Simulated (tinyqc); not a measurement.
# Worked calculation: input admittance of a MOSFET at zero drain bias: distributed channel and distributed gate

Computed by the program tinyqc: `OMP_NUM_THREADS=1 python tinyqc.py 2262212 2262213 out.jsonl`, one thread of a shared Intel Xeon 2.30GHz, about 0.01 s for the whole run. Printed values are rounded.

Source and drain grounded, strong inversion, w = 2 pi f, Cox = eps0 eox/tox. The channel is an RC line of resistance 1/(mu Cox Vo) per square fed from both ends, so one finger has the intrinsic admittance y = i w Cox L tanh(g)/g per width, g = (1/2) sqrt(i w tau), tau = L^2/(mu Vo). The vertical resistance rv/L is in series with y, the overlaps 2 i w Cov in parallel: y_t = 1/(1/y + rv/L) + 2 i w Cov. The gate strip is a line of Rsh/L per length loaded by y_t, so a finger has Y = y_t Wf tanh(k)/k, k = (Wf/sd) sqrt(y_t Rsh/L); the device has Nf Y.

Inputs (values chosen for the exercise); values of the order met in silicon radio-frequency transistors: relative permittivity of the gate insulator (close to silicon dioxide) eox = 3.9; insulator thickness tox = 7.6 nm; channel length L = 1.4 um; finger width Wf = 1.4 um; number of fingers Nf = 64; channel mobility mu = 310 cm^2/(V s); gate overdrive Vo = 0.78 V; sheet resistance of the gate Rsh = 15 ohm/square; vertical resistivity of the gate stack rv = 0 ohm um^2; number of ends at which a finger is contacted sd = 1; overlap and fringe capacitance on each side Cov = 0.23 fF/um; frequency f = 1.9 GHz.

Constants: eps0 = 8.8541878128e-14 F/cm where lengths are in cm. Results are converted to the units shown.

## Low-frequency resistances and capacitance

Low-frequency limits, with c = Cox L and ct = c + 2 Cov: R_strip = Rsh Wf/(3 sd^2 L Nf), R_ch = (c/ct)^2 L/(12 mu Cox Vo Wf Nf), R_vert = (c/ct)^2 rv/(L Wf Nf), C = ct Wf Nf.

parts (ohm): strip 0.0781250, channel 10.3071, vertical 0
sum = 10.3853 ohm
C = 611.165 fF
1/(2 pi R C) = 25.0752 GHz

The channel term is the largest, 99.2 % of the sum.

## Admittance of the channel and stack per width

tau, g, c = Cox L, y and y_t as defined.

tau = 81.0587 ps
g = 0.347794+0.347794i
c = 6.36103 fF/um
y = 6.0662+75.3514i uS/um
y_t = 6.0662+80.8429i uS/um

w tau = 0.968, and Im y is 0.992 of w c.

## Input impedance of the device

k and Y as defined; Z = 1/(Nf Y) = R + 1/(i w C); Q = |Im Z|/R; signal at the point farthest from a contact |1/cosh k|.

k = 0.0302478+0.0280632i
Nf Y = 0.54761+7.24291i mS
R = 10.3793 ohm
C = 610.176 fF
Q = 13.2264
signal at the far point = 0.999936

R is 0.057 % below its low-frequency limit and C is 0.16 % below its own.
